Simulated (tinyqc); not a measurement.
Lateral field, substrate current, probability of reaching the oxide barrier and hot-carrier lifetime of a silicon transistor (pseudo-two-dimensional and lucky-electron models): one step, computed by the program tinyqc.

Local-field models: a lucky carrier gains its energy at the peak field over a path free of collisions. Voltages are magnitudes.

Problem. Hot-carrier currents and lifetime. C_ox = 3.9 eps_0/t; F_sat = 2 v_s/mu; V_Dsat = V_ov F_sat L/(V_ov + F_sat L), V_ov = V_G - V_T; I_D/W = C_ox v_s (V_ov - V_Dsat). Scale length l = 0.22 t^(1/3) x_j^(1/2) (all in cm); F_m = sqrt(((V_D - V_Dsat)/l_e)^2 + F_sat^2), with l_e = l; length of the velocity-saturated region l_e ln((V_D - V_Dsat)/(l_e F_sat) + F_m/F_sat). Substrate current I_sub/I_D = (A_i/B_i)(V_D - V_Dsat) exp(-B_i/F_m); probability of reaching the oxide barrier exp(-phi_b/(e lambda F_m)); lifetime tau = (H/(I_D/W)) exp(phi_it/(e lambda F_m)).

Inputs (values chosen for the exercise, modelled on a silicon n-channel):

| quantity | value | unit |
|---|---|---|
| channel length L | 890 | nm |
| oxide thickness t | 22 | nm |
| junction depth x_j | 170 | nm |
| mobility mu | 370 | cm^2/(V s) |
| saturation velocity v_s | 0.82 | 1e7 cm/s |
| threshold voltage V_T | 0.8 | V |
| gate voltage V_G | 2.2 | V |
| drain voltage V_D | 5.5 | V |
| ionisation prefactor A_i | 1.9e+06 | 1/cm |
| ionisation field B_i | 1.76 | MV/cm |
| hot-carrier mean free path lambda | 7.5 | nm |
| oxide barrier phi_b | 3.1 | eV |
| interface-trap threshold phi_it | 3.8 | eV |
| lifetime constant H | 800 | s microampere/micrometre |

Drain: abrupt.

Constants: eps_0 = 8.8541878128e-12 F/m.

Give: I_sub/I_D; substrate current I_sub/W; probability of reaching phi_b; lifetime tau; exponent m = phi_it/(e lambda B_i).

Solution.

I_sub/I_D = 0.04765

substrate current I_sub/W = 2.249 microampere/micrometre

probability of reaching phi_b = 1.954e-05

lifetime tau = 1.003e+07 s

exponent m = phi_it/(e lambda B_i) = 2.879

Since both exponentials depend on 1/F_m, tau I_D scales about as (I_sub/I_D)^(-m) with m = 2.88, which lets I_sub serve as the monitor. The lifetime is 0.0318 times ten years (3.156e8 s).
